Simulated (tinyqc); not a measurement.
Raising U: Hubbard chain of 3 sites, mean field against exact. Computed by the program tinyqc. Collinear unrestricted mean field (the lowest of 40 random starts) against exact diagonalisation.

one-body matrix (hopping and site energies) (eV):
```
         1        2        3
1   0.0000  -0.7000   0.0000
2  -0.7000   0.0000  -0.7000
3   0.0000  -0.7000   0.0000
```

electrons, up and down: 2  1

Exact and mean-field results (eV):
```
U          U/t   E exact  E mean field  mean |n_up - n_down|  double occupancy, exact  first gap in the sector
0.350    0.500  -1.77152      -1.76338                 0.367                    0.188                    0.941
0.700    1.000  -1.58448      -1.55287                 0.413                    0.168                    0.884
1.400    2.000  -1.27406      -1.16667                 0.556                    0.129                    0.762
2.100    3.000  -1.03974      -0.86997                 0.729                    0.096                    0.647
4.200    6.000  -0.63471      -0.45982                 0.926                    0.042                    0.413
5.600    8.000  -0.49540      -0.34718                 0.958                    0.026                    0.326
8.400   12.000  -0.34073      -0.23251                 0.981                    0.013                    0.226
14.000  20.000  -0.20794      -0.13982                 0.993                 4.85e-03                    0.138
```

Estimate the missing row, U = 2.8.

Computed row:
```
U        U/t   E exact  E mean field  mean |n_up - n_down|  double occupancy, exact  first gap in the sector
2.800  4.000  -0.86525      -0.67530                 0.837                    0.072                    0.551
```

In absolute terms mean field is worst at U/t = 4.0, 0.190 eV too high: at small U it is nearly exact, and at large U it misses only exchange-scale energies. Relative to the exact energy its error is 0.5 % at the smallest U, 33 % at most and 33 % at the largest. The double occupancy falls from 0.188 to 0.005; at the largest U the first gap is 0.99 times the exchange scale 4t^2/U.
